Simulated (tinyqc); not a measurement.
## MOSFET in saturation, small-signal circuit and noise: effect of the temperature on speed and noise

Bias by the inversion coefficient IC = I/Ispec (charge-based model with velocity saturation; weak inversion below 0.1, strong above 10). Common-source circuit: gm, gds, Cgs, Cgd and Cj at the inner nodes, Rg in series with the gate; quasi-static, no source or drain resistance, no gate-body capacitance, no substrate network, no induced gate noise, so fmax is an upper estimate.

Ispec = 2 n mu Cox (W/L) Vt^2, lc = Ls/L, gms = [sqrt((lc IC + 1)^2 + 4 IC) - 1]/[2 + lc (lc IC + 1)], gm = gms Ispec/(n Vt), gds = sg gm. qs = [sqrt(1 + 4 IC) - 1]/2, Cgs = Cox W L qs (2 qs + 3)/(3 (qs + 1)^2) + Cov W, Cgd = Cov W, Cd = Cj W, Rg = Rsh (Wf/L)/(12 Nf) + Rc/W with Nf = W/Wf fingers (not rounded) contacted at both ends. fT = gm/(2 pi (Cgs + Cgd)), fmax = fT/(2 sqrt(Rg (gds + 2 pi fT Cgd))). Channel noise Sid = 4 kB T gam n gm with gam = (1/2 + (2/3) qs)/(1 + qs) + gw lc IC, qs = [sqrt(1 + 4 IC) - 1]/2, lc = Ls/L (the last term an empirical rise with velocity saturation); at the gate, white noise Sw = Sid/gm^2 + 4 kB T Rg. Number fluctuation with correlated mobility: S(f) = K/f, K = q^2 Vt lt Nt/(W L Cox^2) (1 + ac mu Cox I/gm)^2, Vt in eV with Nt per eV. Corner fc = K/Sw. IC is held fixed, and so are mu, n, Ls and Nt.

Values chosen for this exercise: gate length L = 130 nm; total gate width W = 40 um; gate capacitance Cox = 0.67 uF/cm^2; mobility mu = 370 cm^2/(V s); slope factor n = 1.23; velocity-saturation length Ls = 25 nm; ratio gds/gm sg = 0.031; overlap and fringe capacitance per side Cov = 0.29 fF/um; drain junction capacitance Cj = 0.6 fF/um; sheet resistance of the gate Rsh = 15 ohm; finger width Wf = 0.5 um; gate contact and vertical resistance Rc = 100 ohm um; inversion coefficient IC = 4.5; short-channel excess of the noise factor gw = 0.14; oxide trap density Nt = 7.2e17 cm^-3 eV^-1; tunnelling length into the oxide lt = 0.1 nm; Coulomb scattering coefficient ac = 0 V s/C.

Constants: q = 1.602176634e-19 C, kB = 1.380649e-23 J/K, Vt = kB T/q. Results are converted to the units shown.

The same in every row: Rg (ohm) = 2.560.

Results:
```
T (K)  I (uA)  fT (GHz)  fmax (GHz)  sqrt(Sw) (nV/Hz^0.5)  fc (MHz)
100     62.70     7.965       98.14                 1.564     27.88
150     141.1     11.95       120.2                 1.567     41.70
200     250.8     15.93       138.8                 1.569     55.44
250     391.9     19.91       155.2                 1.571     69.10
300     564.3     23.90       170.0                 1.573     82.68
400      1003     31.86       196.3                 1.578     109.6
```

Estimate the missing row, T = 350 K.

Computed row:
```
T (K)  I (uA)  fT (GHz)  fmax (GHz)  sqrt(Sw) (nV/Hz^0.5)  fc (MHz)
350     768.1     27.88       183.6                 1.576     96.19
```

With this row back in the table: As T goes from 100 to 400 K, fT rises from 7.97 to 31.9 GHz, fmax rises from 98.1 to 196 GHz, the white noise rises from 1.56 to 1.58 nV/Hz^0.5 and the corner rises from 27.9 to 110 MHz. At fixed IC and mobility the current goes as T^2 and gm as T, which is why fT rises; a real mobility would fall with T. In every row fmax exceeds 4 fT, where channel resistance and substrate losses, left out here, would cap it. For T = 100 to 150 K band tails and dopant freeze-out, left out here, change n and the noise.

Program tinyqc, `OMP_NUM_THREADS=1 python tinyqc.py 2150015 2150016 out.jsonl`; Intel Xeon 2.30GHz, shared host, one thread, about 0.01 s.
